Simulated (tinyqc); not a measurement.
Floating body of a partially depleted SOI transistor: body voltage and kink: two steps of the calculation.

Source at 0 V. Channel current Ic = 2 nf K Vt^2 [F(0) - F(Vd)](1 + la Vd), F(V) = ln^2(1 + exp((Vg - VT - nf V)/(2 nf Vt))), VT = VT0 - gb Vb. Saturation voltage Vs = 2 Vt sqrt(F(0)) + 3 Vt, excess Ve = (Vd - Vs + sqrt((Vd - Vs)^2 + 0.0004 V^2))/2, multiplication M1 = Ai Ve exp(-Bl/Ve). Each junction passes D(v) = J1 (exp(v/Vt) - 1) + J2 (exp(v/(2 Vt)) - 1). Bipolar current Ib = bb J1 (exp(Vb/Vt) - 1). The body settles where M1 (Ic + Ib) = D(Vb) + D(Vb - Vd) + Vb/Rb; drain current Id = (1 + M1)(Ic + Ib) - D(Vb - Vd).

Values chosen for this exercise; values of the order met in partially depleted silicon-on-insulator transistors: temperature T = 300 K; threshold at zero body voltage VT0 = 0.49 V; fall of the threshold per volt of body voltage gb = 0.11; slope factor nf = 1.44; gain factor per width K = 120 uA/(V^2 um); channel-length modulation factor la = 0.06 1/V; impact-ionisation prefactor Ai = 3.17 1/V; impact-ionisation voltage Bl = 5.9 V; diffusion saturation current of each junction J1 = 2e-12 uA/um; recombination saturation current of each junction J2 = 4.6e-9 uA/um; gain of the lateral bipolar transistor on the diffusion current bb = 3; resistance of a weak body tie to the source (1e9 stands for no tie, and the term is then dropped) Rb = 4000 kohm um; gate voltage Vg = 0.69 V; drain voltage Vd = 1.9 V.

Constants: q = 1.602176634e-19 C, kB = 1.380649e-23 J/K, Vt = kB T/q. Results are converted to the units shown.

Problem 1. New Vb. Current into the body I_in = M1 (Ic + Ib) - D(Vb - Vd), current out I_out = D(Vb) + Vb/Rb; f = ln(I_in/I_out), s = df/dVb by central differences over 1e-5 V, Vb(new) = Vb - f/s.

Vb at the start = 0.74 V

Find: Ic; Ve; M1; I_in; I_out; f; s; Vb after iteration 1.

Solution 1.

Ic = 3.720 uA/um
Ve = 1.626 V
M1 = 0.1368
I_in = 2.726 uA/um
I_out = 5.594 uA/um
f = -0.7187
s = -6.032 1/V
Vb after iteration 1 = 0.6209 V

Problem 2. Drain current with floating and with grounded body. Id and VT at the converged Vb, Id at Vb = 0, their ratio, and the bipolar share Ib/(Ic + Ib).

converged Vb = 0.68082723 V

Find: VT; Id, floating; Id, grounded; ratio; bipolar share.

Solution 2.

VT = 0.41511 V
Id, floating = 5.9172 uA/um
Id, grounded = 2.2588 uA/um
ratio = 2.6196
bipolar share = 31.607 %

The body rises to 0.681 V and lowers the threshold by 74.9 mV.

Range of the model: The multiplication law is an empirical form chosen for the exercise; self-heating and capacitive coupling to the body are left out, and the linear laws are rough once Vb passes about 0.7 V or M1 about 0.1.

tinyqc, about 0.2 s, one thread, Intel Xeon 2.30GHz (shared host): `OMP_NUM_THREADS=1 python tinyqc.py 2182196 2182197 out.jsonl`
